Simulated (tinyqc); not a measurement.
Leakage against temperature: trap-assisted generation and recombination current of an abrupt junction. Computed by tinyqc, a small Python program. Command: `OMP_NUM_THREADS=1 python tinyqc.py 3030001 3030002 out.jsonl junctionleak walk`. One thread of a shared host (Intel(R) Xeon(R) Processor @ 2.30GHz), about 0.02 s of CPU time with the checks.

Depletion approximation, flat quasi-Fermi levels across the depleted layer, long neutral regions with minority lifetimes tau_n and tau_p, full ionisation and Boltzmann statistics. Voltages in exponents stand for e V.

Inputs (values chosen for the exercise, with bands and screening modelled on InP):
```
quantity                              value    unit
gap E_g                                1.35      eV
electron mass m_e                    0.0799     m_0
valleys M_c                               1       -
hole mass m_h                         0.604     m_0
dielectric constant eps                  12       -
acceptor density N_A                1.2e+15   cm^-3
donor density N_D                   9.7e+17   cm^-3
capture time tau_n                  6.2e-08       s
capture time tau_p                  1.2e-05       s
trap level E_t - E_i                      0      eV
electron diffusion coefficient D_n       58  cm^2/s
hole diffusion coefficient D_p           11  cm^2/s
reverse bias V_r                        7.9       V
temperature T                           300       K
tunnelling mass m_t                     0.1     m_0
```

Field enhancement: Hurkx tunnelling factor.

Constants: k_B = 8.617333262e-05 eV/K; m_0 = 9.1093837015e-31 kg; k_B = 1.380649e-23 J/K; h = 6.62607015e-34 J s; e = 1.602176634e-19 C; eps_0 = 8.8541878128e-12 F/m; hbar = 1.054571817e-34 J s.

Method:
- N_c = 2 M_c (2 pi m_e k_B T/h^2)^(3/2) and N_v = 2 (2 pi m_h k_B T/h^2)^(3/2), masses in units of m_0.
- n_i = sqrt(N_c N_v) exp(-E_g/2 k_B T); V_bi = (k_B T/e) ln(N_A N_D/n_i^2); diffusion saturation current J_d0 = e n_i^2 [sqrt(D_n/tau_n)/N_A + sqrt(D_p/tau_p)/N_D].
- W = sqrt(2 eps eps_0 (V_bi - V)(1/N_A + 1/N_D)/e), x_p = W N_D/(N_A + N_D), x_n = W - x_p, peak field F_m = 2 (V_bi - V)/W; reverse bias means V = -V_r.
- Both capture times are divided by 1 + Gamma, Gamma = 2 sqrt(3 pi) (F/F_G) exp((F/F_G)^2), F_G = sqrt(24 m_t (k_B T)^3)/(e hbar) (the low-field Hurkx form), F being the local field, linear in x from 0 at the edges to F_m.
- Potential from the p edge: phi = (V_bi - V) x^2/(x_p W) on the p side and (V_bi - V)[1 - (W - x)^2/(x_n W)] on the n side; p = N_A exp(-phi/k_B T), n = n_i^2 exp(V/k_B T)/p; U = (n p - n_i^2)/[tau_p (n + n_i exp(dE/k_B T)) + tau_n (p + n_i exp(-dE/k_B T))], dE = E_t - E_i, n1 = n_i exp(dE/k_B T), p1 = n_i exp(-dE/k_B T); J_t = e int U dx by the trapezoid rule on 400 intervals on each side.
- The gap, capture times and diffusion coefficients are held fixed. J_g = -J_t at V = -V_r. The last column is -k_B d ln(J_g + J_d0)/d(1/T) from this row and the one above.

peak field F_m = 57119.1 V/cm

Reverse current:
```
T (K)  generation (A/cm^2)  diffusion (A/cm^2)  activation energy (eV)
240             9.0349e-14          6.2532e-22                       -
270             3.6680e-12          1.2572e-18                 0.68939
300             7.2381e-11          5.7093e-16                 0.69389
340             1.7442e-09          3.8706e-13                 0.69929
380             2.2023e-08          6.9039e-11                 0.70662
420             1.7518e-07          4.7280e-09                 0.72110
480             2.1311e-06          7.4742e-07                 0.80278
```

What does the comparison show, and why?

The activation energy goes from 0.689 to 0.803 eV. Generation alone gives about E_g/2 + dE if tau_p exp(dE/k_B T) exceeds tau_n exp(-dE/k_B T), else E_g/2 - dE, here 0.675 eV, plus 1.5 k_B T, less where tunnelling helps, and diffusion E_g = 1.35 eV plus 3 k_B T; generation rules in every row. Caution: one side is doped near or above its effective density of states, so Boltzmann statistics understate V_bi.

Extremes, crossings and ranges named in words are read from the listed rows.
